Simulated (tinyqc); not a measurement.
On-chip interconnect, size-dependent resistivity and RC delay: two steps of the calculation.

A rectangular line between two neighbours and two ground planes. Surface and grain-boundary scattering are added to the bulk resistivity as corrections; capacitances are parallel-plate values without fringing; inductance is ignored.

Values chosen for this exercise; metal values close to those of copper: line length Lw = 220 um; driver resistance Rd = 370 ohm; load capacitance Cl = 3.3 fF; time step dt = 770 ps.

Problem 1. Ladder and Elmore delays. 4 equal pi sections: series Rs = r Lw/4; node capacitances c Lw/4, halved at nodes 0 and 4, with Cl added to node 4; Rd feeds node 0. Elmore delay of node k: the sum, over the resistors on the path to k, of resistance times all capacitance downstream of it.

r = 3106.4488 ohm/um
c = 0.026041729 fF/um

Find: Rs; C; Elmore delay.

Solution 1.

Rs = 1.709e5 ohm

| node | C (fF) | Elmore delay (ps) |
|---|---|---|
| 0 | 0.7161 | 3.341 |
| 1 | 1.432 | 1424 |
| 2 | 1.432 | 2599 |
| 3 | 1.432 | 3530 |
| 4 | 4.016 | 4216 |

The far-end value equals Rd (c Lw + Cl) + r Lw (c Lw/2 + Cl) for any number of pi sections; the line resistance contributes 99.9 % of it.

Problem 2. Node voltages after a time step. A 1 V step is applied behind Rd at t = 0. C dv/dt = -G v + b, with G the conductance matrix of the ladder (1/Rs between neighbours, 1/Rd added at node 0) and b = (1 V/Rd, 0, ...). Backward Euler step: (C/dt + G) v(new) = (C/dt) v + b.

Rs = 1.7085468e5 ohm

| node | C (fF) | v at t = 0 (V) |
|---|---|---|
| 0 | 0.71614754 | 0 |
| 1 | 1.4322951 | 0 |
| 2 | 1.4322951 | 0 |
| 3 | 1.4322951 | 0 |
| 4 | 4.0161475 | 0 |

Find: v at t = 1 dt.

Solution 2.

v at t = 1 dt, node 0 to 4 (V): [0.99873, 0.57095, 0.32461, 0.18145, 0.09595]

Range of the model: The metal width is under the mean free path, where the thick-limit surface term and the simple sum of corrections lose accuracy.

tinyqc, about 0.01 s, one thread, Intel Xeon 2.30GHz (shared host): `OMP_NUM_THREADS=1 python tinyqc.py 2100076 2100077 out.jsonl`
